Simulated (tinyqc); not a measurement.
Balance functions: hot carriers by balance equations with a heated Maxwellian. Computed by tinyqc, a small Python program. Command: `OMP_NUM_THREADS=1 python tinyqc.py 3025674 3025675 out.jsonl hot walk`. One thread of a shared host (Intel(R) Xeon(R) Processor @ 2.30GHz), about 0.01 s of CPU time with the checks.

The carriers follow a Maxwellian at an electron temperature T_e, slightly displaced; the drift energy is neglected against k_B T_e. The balance averages the rate, not the time, so mu_0 lies below the relaxation-time value.

Inputs (values chosen for the exercise, modelled on electrons in silicon):

| quantity | value | unit |
|---|---|---|
| effective mass m | 0.321 | m_0 |
| density rho | 2329 | kg/m^3 |
| sound velocity v_l | 8800 | m/s |
| acoustic deformation potential D_A | 9.2 | eV |
| phonon energy hbar w | 62.4 | meV |
| optical or intervalley deformation potential D_o | 4.3 | 1e8 eV/cm |
| final valleys Z_f | 5 | - |
| lattice temperature T | 250 | K |

Band: parabolic. Solver: Newton.

Constants: k_B = 8.617333262e-05 eV/K; k_B = 1.380649e-23 J/K; e = 1.602176634e-19 C; hbar = 1.054571817e-34 J s; m_0 = 9.1093837015e-31 kg; hbar = 6.582119569e-16 eV s.

Method:
- Parabolic band: E = hbar^2 k^2/(2 m), speed v = hbar k/m, states per spin, volume and energy g(E) = m k/(2 pi^2 hbar^2). Masses are multiplied by m_0 and all formulas are in SI units.
- Phonon occupation N_q = 1/(exp(hbar w/(k_B T)) - 1).
- Acoustic deformation potential (elastic, equipartition, absorption and emission together): 1/tau = 2 pi k_B T D_A^2 g(E)/(hbar rho v_l^2).
- Optical or intervalley deformation potential: 1/tau = (pi Z_f D_o^2/(rho w)) [N_q g(E + hbar w) + (N_q + 1) g(E - hbar w)], with g = 0 below the band edge.
- Averages over the Maxwellian, <y> = int y x^(1/2) exp(-x) dx / int x^(1/2) exp(-x) dx with x = E/(k_B T_e), split at x_0 = hbar w/(k_B T_e): 64 Gauss-Legendre points in sqrt(x) below it and 128 in sqrt(x - x_0) above it, up to x = 32. Momentum balance: mu(T_e) = e/(m nu), nu = <x (sum of rates)>/<x>. Power lost per carrier: P(T_e) = hbar w <emission rate - absorption rate> + <(2 m v_l^2/(k_B T)) (E - 2 k_B T) acoustic rate>.
- The field that sustains T_e follows from e mu F^2 = P.

Against the electron temperature:

| T_e (K) | mu (cm^2/(V s)) | P optical (1e9 eV/s) | P acoustic (1e9 eV/s) | F (kV/cm) | drift velocity (1e7 cm/s) |
|---|---|---|---|---|---|
| 275 | 1628.5 | 4.45 | 9.4061e-02 | 1.670 | 0.2719 |
| 325 | 1395.3 | 14.46 | 3.0676e-01 | 3.253 | 0.4540 |
| 400 | 1158.0 | 31.11 | 6.8065e-01 | 5.239 | 0.6067 |
| 500 | 959.2 | 54.23 | 1.2683e+00 | 7.606 | 0.7296 |
| 750 | 705.7 | 109.13 | 3.1067e+00 | 12.611 | 0.8900 |
| 1250 | 505.4 | 198.46 | 8.0215e+00 | 20.213 | 1.0215 |
| 2000 | 384.0 | 298.42 | 1.7756e+01 | 28.696 | 1.1018 |
| 3000 | 307.2 | 399.52 | 3.4174e+01 | 37.571 | 1.1543 |

Optical phonons take 98 % of the power in the first row and 92 % in the last. The velocity grows as F^0.77 at first and as F^0.17 at the end, so it levels off; if optical phonons alone set both balances the limit at high T_e would be sqrt(3 hbar w tanh(hbar w/2 k_B T)/(4 m)) = 1.52 in the same unit. Rows above 1400 K (k_B T_e > 0.12 eV) stretch the parabolic band.
